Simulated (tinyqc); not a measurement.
Active against total: solid solubility of a dopant against its melt (retrograde solidus), clustering and the electrically active fraction. Computed by tinyqc, a small Python program. Command: `OMP_NUM_THREADS=1 python tinyqc.py 3031037 3031038 out.jsonl retro walk`. One thread of a shared host (Intel(R) Xeon(R) Processor @ 2.30GHz), about 0.01 s of CPU time with the checks.

Inputs (values chosen for the exercise, of the order of those of aluminium in silicon for the solubility): atoms per cluster m = 2; cluster scale N* at 1273 K = 3.1e+20 1/cm^3; activation energy E_b of the cluster scale = 0.49 eV; anneal temperature T_a = 1300 K; prefactor of n_i = 3.96e+16 1/(cm^3 K^1.5); energy E_i in n_i = 0.609 eV.

Clustering: clusters that take up free electrons.

Constants: k_B = 8.617333262e-05 eV/K.

Method. A highly soluble donor (another dopant than that of the solidus) is limited by clustering. Donors N_a are active, and clusters hold m atoms each: N_t = N_a + m C, m C = N* (N_a/N*)^m (n/N*)^m, each atom taking one electron, n = N_a/2 + sqrt(N_a^2/4 + n_i^2), n_i = prefactor x T^1.5 exp(-E_i/(k_B T)), with N*(T) = N*(1273 K) exp[-(E_b/k_B)(1/T - 1/1273)].

Active density (1/cm^3):
```
N_t (1/cm^3)  N_a at T_a  fraction  N_a at T_a + 150 K  N_a at T_a - 150 K
1.00e+19      9.9995e+18   0.99995          9.9997e+18          9.9983e+18
3.00e+19      2.9977e+19   0.99922          2.9992e+19          2.9885e+19
1.00e+20      9.7657e+19   0.97657          9.9328e+19          9.0525e+19
2.00e+20      1.7569e+20   0.87844          1.9114e+20          1.4228e+20
5.00e+20      2.9835e+20   0.59670          3.7297e+20          2.1256e+20
1.00e+21      3.9304e+20   0.39304          5.2019e+20          2.6849e+20
2.00e+21      4.9338e+20   0.24669          6.7120e+20          3.3004e+20
5.00e+21      6.4342e+20   0.12868          8.9023e+20          4.2462e+20
```

The exponent d ln N_a/d ln N_t falls from 1.00 to 0.29, towards 1/(2m) = 0.250. At the highest dose a 150 K hotter anneal gives 1.38 times the active density, and a later step 150 K cooler would cut it to 0.66 if it ran to equilibrium: short hot anneals come last.

Extremes, crossings and ranges named in words are read from the listed rows.
